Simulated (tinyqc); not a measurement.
Classical nucleation, growth and JMAK kinetics of crystallisation from a melt or glass: one step, computed by the program tinyqc. Command: `OMP_NUM_THREADS=1 python tinyqc.py 3020588 3020589 out.jsonl nucl walk`. One thread of a shared host (Intel(R) Xeon(R) Processor @ 2.30GHz), about 0.01 s of CPU time with the checks.

A spherical nucleus cap on a flat wall with a sharp interface of isotropic energy gamma; lambda = Omega^(1/3) is the jump distance.

Question. Fraction transformed and grain size. JMAK with steady nucleation and growth, nuclei spread at random: extended fraction X_e = (pi/3) I u^3 t^4, X = 1 - exp(-X_e); t_X = [-3 ln(1 - X)/(pi I u^3)]^(1/4); final grains per volume = Gamma(5/4) (3/pi)^(1/4) (I/u)^(3/4), Gamma(5/4) = 0.9064024771. Grain size = (grains per volume)^(-1/3).

Inputs (values chosen for the exercise, for a model substance): temperature T = 971 K; time t = 0.00015 s.

Nucleation: on a flat wall. Driving force: Thompson-Spaepen.

nucleation rate I = 1.399065e-06 1/(m^3 s)

growth velocity u = 1.347575e-07 m/s

Give: extended fraction; fraction X at t; half time t_0.5; grains per volume; grain size.

Answer.

extended fraction = 1.815e-42

fraction X at t = 1.815e-42

half time t_0.5 = 3.729e+06 s

grains per volume = 5.182 1/m^3

grain size = 5.779e+05 micrometre

t is 4.0e-11 half times: nearly nothing has crystallised. Caution: a grain size above a centimetre means that a sample waits for single nuclei, and the half time has no meaning.
